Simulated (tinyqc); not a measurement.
Changing the reverse bias V_R: band-to-band tunnelling and avalanche in a reverse-biased abrupt junction. Computed by tinyqc, a small Python program. Command: `OMP_NUM_THREADS=1 python tinyqc.py 3029970 3029971 out.jsonl zener sweep`. One thread of a shared host (Intel(R) Xeon(R) Processor @ 2.30GHz), about 0.03 s of CPU time with the checks.

Direct Kane tunnelling in the local field (for indirect gaps the mass is an effective fit) and one ionisation coefficient for both carriers. N is the doping of the light side, or N_A N_D/(N_A + N_D) for the symmetric junction; the built-in voltage is taken as E_g/e.

Inputs (values chosen for the exercise, modelled on silicon):
```
quantity,value,unit
"band gap at 300 K, E_g",1.14,eV
"gap narrowing with temperature, -dE_g/dT",0.29,meV/K
reduced tunnelling mass m_r,0.18,m_0
permittivity eps,11.7,-
ionisation prefactor a,1.1e+06,1/cm
"ionisation field at 300 K, b",1.62e+06,V/cm
relative rise of b with temperature,4.6,1e-4/K
effective doping N,1.1e+18,1/cm^3
temperature T,200,K
```

Junction: symmetric.

Constants: eps_0 = 8.8541878128e-12 F/m; e = 1.602176634e-19 C; m_0 = 9.1093837015e-31 kg; hbar = 1.054571817e-34 J s.

Method:
- E_g(T) = E_g - (T - 300 K)(-dE_g/dT); b(T) = b [1 + (rise)(T - 300 K)]; w = sqrt(2 eps eps_0 (V_R + E_g/e)/(e N)); F_m = 2 (V_R + E_g/e)/w; the field falls linearly from F_m to 0 on both sides.
- Kane: G(F) = A F^2 exp(-B/F), A = e^2 sqrt(m_r)/(18 pi hbar^2 sqrt(E_g)), B = pi sqrt(m_r) E_g^(3/2)/(2 e hbar), SI units; J = e int G dx x V_R/(V_R + E_g/e), the last factor making J vanish at zero bias; int G dx = (w/F_m) int_0^F_m G dF by 64 Gauss-Legendre points.
- Avalanche: I = (w/F_m) int_0^F_m a exp(-b/F) dF by 64 Gauss-Legendre points, M = 1/(1 - I), breakdown at I = 1.

One run for each value:
```
reverse bias V_R (V),tunnel current density (A/cm^2),peak field F_m (MV/cm),B/F_m,ionisation integral I
0.28,6.7958e-14,0.7022,43.458,0.1314
0.39,4.8376e-13,0.7283,41.897,0.1509
0.55,5.5209e-12,0.7648,39.899,0.1806
0.78,1.0008e-10,0.8143,37.471,0.2259
1.10,2.5330e-09,0.8787,34.728,0.2929
1.60,1.1963e-07,0.9706,31.437,0.4047
2.20,3.7313e-06,1.0707,28.500,0.5469
3.10,1.5819e-04,1.2052,25.319,0.7705
4.40,6.7209e-03,1.3765,22.167,1.1048
```

Over the rows, tunnel current density (A/cm^2) rises from 6.80e-14 to 0.00672 (exponent d ln y / d ln x 5.9 between the first rows and 11 between the last); peak field F_m (MV/cm) rises from 0.702 to 1.38 (exponent d ln y / d ln x 0.11 between the first rows and 0.38 between the last); B/F_m falls from 43.5 to 22.2 (exponent d ln y / d ln x -0.11 between the first rows and -0.38 between the last). Between the last rows ln(J) against 1/F_m has the slope -36.3 MV/cm, to be set beside -B = -30.5; the prefactors make up the rest.

Caution (rows 0.280, 0.390, 0.550, 0.780, 1.10): V_R is below E_g/e, so the field drops by more than a quarter along the tunnelling path and the local Kane formula overestimates the current. Caution (rows 4.40): the bias lies beyond avalanche breakdown (I > 1), so the junction cannot hold it.

Extremes, crossings and ranges named in words are read from the listed rows.
